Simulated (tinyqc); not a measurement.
# Valence-band offset from core levels (Kraut method), with the dipole against the affinity rule, step by step

tinyqc, about 0.01 s, one thread, Intel Xeon 2.30GHz (shared host): `OMP_NUM_THREADS=1 python tinyqc.py 2410046 2410047 out.jsonl` Printed values are rounded.

Binding energies are counted downwards from the Fermi level. dEv > 0 means that the valence edge of B lies below that of A, dEc > 0 that the conduction edge of B lies above that of A; dEc + dEv = EgB - EgA. The spectra are made-up values treated as data.

Parameters, values chosen for the exercise; gaps and affinities close to those of In0.53Ga0.47As (A) and silicon nitride (B):
```
symbol,value,unit,meaning
EgA,0.74,eV,gap of the substrate A
EgB,5.21,eV,gap of the overlayer B
chiA,4.59,eV,electron affinity of A
chiB,2.08,eV,electron affinity of B
cA,38.44,eV,core level of bare A
cB,17.49,eV,core level of thick B
vB,2.83,eV,valence-band maximum of thick B
ei,9.4,,relative permittivity inside the dipole layer
dd,0.29,nm,thickness of the dipole layer
iA,38.8,eV,core level of A under a thin film of B
iB,17.72,eV,core level of B in that thin film
bg,79,,background counts in the gap
```

Constants: q = 1.602176634e-19 C, eps0 = 8.8541878128e-14 F/cm where lengths are in cm. Results are converted to the units shown.

## Valence-band maximum of bare A

| point | binding energy (eV) | counts on the leading edge |
|---|---|---|
| 0 | 0.51 | 252 |
| 1 | 0.63 | 338 |
| 2 | 0.75 | 416 |
| 3 | 0.87 | 506 |
| 4 | 0.99 | 592 |
| 5 | 1.11 | 675 |

Fit a straight line to the leading edge by least squares; the maximum vA lies where it meets the background.

slope = 706.4286 counts/eV
intercept = -109.0405 counts
vA = 0.2661847 eV

## Offsets

dEv = (iB - iA) - (cB - vB) + (cA - vA), dEc = EgB - EgA - dEv.

cA - vA = 38.17382 eV
cB - vB = 14.66 eV
iB - iA = -21.08 eV
dEv = 2.433815 eV
dEc = 2.036185 eV

The alignment is type I (straddling). Both offsets exceed 1 eV, the usual requirement for a gate dielectric. A rigid shift of all levels, by charging or doping, cancels in the differences.

## Interface dipole

The affinity rule gives dEc(0) = chiA - chiB; the dipole step is D = dEc - dEc(0), and two sheets of opposite charge dd apart hold N = eps0 ei |D|/(q dd).

dEc(0) = 2.51 eV
D = -0.4738153 eV
N = 8.487451e13 cm^-2
field in the dipole layer = 16.33846 MV/cm

N is 0.12 elementary charges for each of about 7e14 surface atoms per cm^2.
